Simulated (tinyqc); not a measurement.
Donors with valley-orbit split 1s states: sweeps and comparisons. A value that a table varies takes the place of the one given here.

Each donor binds at most one electron, in any of its states. For a site s, W_s = sum over its states of g exp(E/kT), and the ionised share is 1/(1 + W_s exp(eta)), eta = (EF - Ec)/kT; n = Nc F_1/2(eta); neutrality n + NA = ND x (mean ionised share); holes are neglected. Nc from N = 2 (m kB T/(4 pi c))^(3/2) with c = hbar^2/2m0, in 1/angstrom^3; times 1e24 for 1/cm^3, m = md. F_j(eta) = (1/Gamma(j + 1)) integral_0^infinity x^j dx/(1 + exp(x - eta)), which tends to exp(eta) for eta << 0.

Mobility (Caughey-Thomas form): mu = mu0 + (mu1 (T/300)^(-ga) - mu0)/(1 + ((ND + NA)/Nr)^de); rho = 1/(e n mu), e = 1.602176634e-19 C.

Constants: hbar^2/2m0 = 3.80998211 eV angstrom^2; kB = 8.617333262e-05 eV/K.

Values chosen for the exercise (near those of P in Si; shifted at random, so the results belong to these values and not to a real crystal): md = 1.084 m0 (density-of-states mass of the conduction band); E = (46.2, 34.8, 33.4) meV (binding energies of 1s(A1), 1s(T2), 1s(E)); g = (2, 6, 4) (their degeneracies with spin); ND = 2.3e+15 1/cm^3 (donors); NA = 0 1/cm^3 (compensating acceptors, all ionised); T = 300 K; mu0 = 67 cm^2/(V s) (mobility at heavy doping); mu1 = 1335 cm^2/(V s) (mobility at light doping and 300 K); Nr = 9.8e+16 1/cm^3 (reference doping); de = 0.72 (doping exponent); ga = 2.3 (temperature exponent).

## What the excited states change

The last columns keep only the ground state of each site (g = 2).

Results:

| T (K) | effective degeneracy | eta | n (1/cm^3) | n, ground states only | ratio |
|---|---|---|---|---|---|
| 40 | 2.32 | -10.33 | 4.50e+13 | 4.84e+13 | 0.930 |
| 60 | 3.00 | -8.63 | 4.53e+14 | 5.41e+14 | 0.837 |
| 80 | 3.77 | -8.10 | 1.19e+15 | 1.44e+15 | 0.827 |
| 110 | 4.84 | -8.09 | 1.93e+15 | 2.11e+15 | 0.911 |
| 150 | 5.97 | -8.42 | 2.20e+15 | 2.26e+15 | 0.971 |
| 200 | 7.00 | -8.83 | 2.27e+15 | 2.29e+15 | 0.989 |
| 250 | 7.74 | -9.15 | 2.28e+15 | 2.30e+15 | 0.995 |
| 300 | 8.30 | -9.42 | 2.29e+15 | 2.30e+15 | 0.997 |
| 400 | 9.07 | -9.85 | 2.30e+15 | 2.30e+15 | 0.999 |
| 500 | 9.58 | -10.19 | 2.30e+15 | 2.30e+15 | 0.999 |

How do the results move?

The effective degeneracy grows from 2.32 to 9.58. Excited states hold electrons back, so the ratio is never above 1; it is lowest, 0.827, at 80 K of those listed, and 0.997 at 300 K. At low T the excited states empty out, and at high T more donors are ionised (n is 100 % of ND - NA in the last row), so the effect is largest in between.

## Ionisation and resistivity against doping

NA = 0.

Results:

| ND (1/cm^3) | n (1/cm^3) | n/ND | mu (cm^2/(V s)) | rho (ohm cm) | rho at full ionisation |
|---|---|---|---|---|---|
| 1.0e+14 | 1.00e+14 | 1.000 | 1326 | 47.1 | 47.1 |
| 1.0e+15 | 9.98e+14 | 0.998 | 1290 | 4.85 | 4.84 |
| 1.0e+16 | 9.83e+15 | 0.983 | 1130 | 0.562 | 0.553 |
| 3.0e+16 | 2.86e+16 | 0.952 | 956 | 0.229 | 0.218 |
| 1.0e+17 | 8.68e+16 | 0.868 | 696 | 0.103 | 0.0896 |
| 3.0e+17 | 2.17e+17 | 0.724 | 459 | 0.0627 | 0.0454 |
| 1.0e+18 | 5.21e+17 | 0.521 | 267 | 0.0448 | 0.0233 |
| 2.0e+18 | 8.18e+17 | 0.409 | 197 | 0.0388 | 0.0159 |

How do the results move?

From 1e16 to 1e18 1/cm^3 rho falls by a factor 12.6, not 100: the mobility takes a factor 4.22 and incomplete ionisation 1.89. n/ND is below 0.9 from 1e+17 1/cm^3 on. From a few times 1e18 1/cm^3 on, depending on the dopant, the levels merge with the band, and already below that screening lowers the binding energy, so the last rows understate n.

## Compensation sets the slope of the freeze-out

NA = K ND. The slope energy is -d ln(n T^(-p))/d(1/kT) between 30 and 36 K, with p = 3/4 for K = 0 and p = 3/2 otherwise.

Results:

| K | n(30 K) (1/cm^3) | n(36 K) (1/cm^3) | slope energy (meV) |
|---|---|---|---|
| 0 | 4.12e+12 | 2.03e+13 | 22.63 |
| 0.0010 | 3.12e+12 | 1.92e+13 | 23.91 |
| 0.010 | 7.09e+11 | 1.18e+13 | 39.35 |
| 0.050 | 1.40e+11 | 3.34e+12 | 44.92 |
| 0.20 | 2.95e+10 | 7.22e+11 | 45.34 |
| 0.50 | 7.39e+09 | 1.81e+11 | 45.37 |

What can be read from the table?

Without acceptors the slope is 22.63 meV, against half the ground-state energy, 23.10; with K = 0.05 it is 44.92 meV, against the full 46.2. The full energy (less a few meV where excited levels lie within a few kT) shows where n is far below NA, since the acceptors then hold EF near the donor level: n(36 K)/NA is 8.3 for K = 0.001 and 0.029 for K = 0.05; for K = 0.001 the sample is still in or near the uncompensated regime, where p = 3/2 is the wrong power, so that slope means little.

## What moves the carrier density

All results formed anew. Each row changes one parameter from the base and keeps the others.

Results:

| case | eta | n (1/cm^3) | rho (ohm cm) |
|---|---|---|---|
| base | -9.422 | 2.291e+15 | 2.171 |
| E = (51.2, 34.8, 33.4) meV | -9.423 | 2.290e+15 | 2.171 |
| md = 1.192 m0 | -9.564 | 2.292e+15 | 2.169 |
| ND = 4.6e+15 1/cm^3 | -8.733 | 4.564e+15 | 1.131 |
| NA = 2.3e+14 1/cm^3 | -9.528 | 2.062e+15 | 2.422 |
| T = 330 K | -9.564 | 2.293e+15 | 2.698 |
| Nr = 1.96e+17 1/cm^3 | -9.422 | 2.291e+15 | 2.120 |

How do the results move?

The largest shifts from the base row, up to three for each result and ties (the steps differ in size, so this ranks the rows, not the parameters). eta: ND +0.689, T -0.142, md -0.142; unchanged at the printed digits by Nr. n (1/cm^3): ND +2.27e+15, NA -2.29e+14, T +2.18e+12; unchanged at the printed digits by Nr. rho (ohm cm): ND -1.04, T +0.527, NA +0.251; unchanged at the printed digits by E.

Program tinyqc; command `OMP_NUM_THREADS=1 python tinyqc.py 1650236 1650237 out.jsonl`; about 0.01 s on one thread of a shared Intel(R) Xeon(R) Processor @ 2.30GHz.
